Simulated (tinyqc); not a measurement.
From results back to parameters: donor near an oxide interface in a gate field (two-state model). Four cases, with inputs chosen for the exercise.

Problem. The critical field, at which E_D = E_I, was computed from a hidden binding energy ED.

Interface at z = 0 (hard wall), donor at z = d, field F pulling electrons to the interface: potential e F z; 1 kV/cm = 1e-5 eV/angstrom, c = hbar^2/2m0, q = e^2/(4 pi eps0), Q = (eps - eo)/(eps + eo). Donor state: E_D = e F d - ED - q Q/(4 eps d), the last term joining the images of ion and electron. Interface state: z exp(-b z/2) exp(-rho^2/(2 L^2)) with E_z = c b^2/(4 mz) + 3 e F/b + q Q b/(8 eps), minimised over b; in the plane at z = 3/b the ion (distance D = d - 3/b) and its image (D' = d + 3/b) give E_rho = c/(mt L^2) - (q/eps)(sqrt(pi)/L)[erfcx(D/L) + Q erfcx(D'/L)], erfcx(x) = exp(x^2) erfc(x), minimised over L. E_I = E_z + E_rho.

Constants: hbar^2/2m0 = 3.80998211 eV angstrom^2; e^2/(4 pi eps0) = 14.39964547 eV angstrom.

Case 1.

Values chosen (near those of a donor in Si below Si3N4, static dielectric constants; shifted at random, so the results belong to these values and not to a real crystal): d = 70 angstrom (depth of the donor); mz = 0.913 m0 (mass across the interface); mt = 0.19 m0 (mass in the plane); eps = 11.3 (dielectric constant of the semiconductor); eo = 7.5 (dielectric constant of the oxide).

critical field = 108.699 kV/cm

Case 2.

Values chosen (near those of a donor in Si below SiO2, static dielectric constants; shifted at random, so the results belong to these values and not to a real crystal): d = 80 angstrom (depth of the donor); mz = 0.925 m0 (mass across the interface); mt = 0.192 m0 (mass in the plane); eps = 11.6 (dielectric constant of the semiconductor); eo = 3.9 (dielectric constant of the oxide).

critical field = 113.099 kV/cm

Case 3.

Values chosen (near those of a donor in Si below Si3N4, static dielectric constants; shifted at random, so the results belong to these values and not to a real crystal): d = 80 angstrom (depth of the donor); mz = 0.914 m0 (mass across the interface); mt = 0.188 m0 (mass in the plane); eps = 11.5 (dielectric constant of the semiconductor); eo = 7.5 (dielectric constant of the oxide).

critical field = 61.951 kV/cm

Case 4.

Values chosen (near those of a donor in Si below Si3N4, static dielectric constants; shifted at random, so the results belong to these values and not to a real crystal): d = 100 angstrom (depth of the donor); mz = 0.932 m0 (mass across the interface); mt = 0.193 m0 (mass in the plane); eps = 11.4 (dielectric constant of the semiconductor); eo = 7.5 (dielectric constant of the oxide).

critical field = 68.779 kV/cm

Find: E_I; ED.

Solution. E_I follows from the field alone, and ED = e F d - q Q/(4 eps d) - E_I.

Case 1.

E_I = 29.47 meV
ED = 45.7 meV

Case 2.

E_I = 34.85 meV
ED = 53.7 meV

Case 3.

E_I = 17.14 meV
ED = 31.6 meV

Case 4.

E_I = 22.23 meV
ED = 45.9 meV

Computed by tinyqc, one run a case: `OMP_NUM_THREADS=1 python tinyqc.py N N+1 out.jsonl` with N = 1251711, 1251715, 1251726, 1251875; one thread of a shared Intel(R) Xeon(R) Processor @ 2.30GHz, about 0.1 s a run at most.
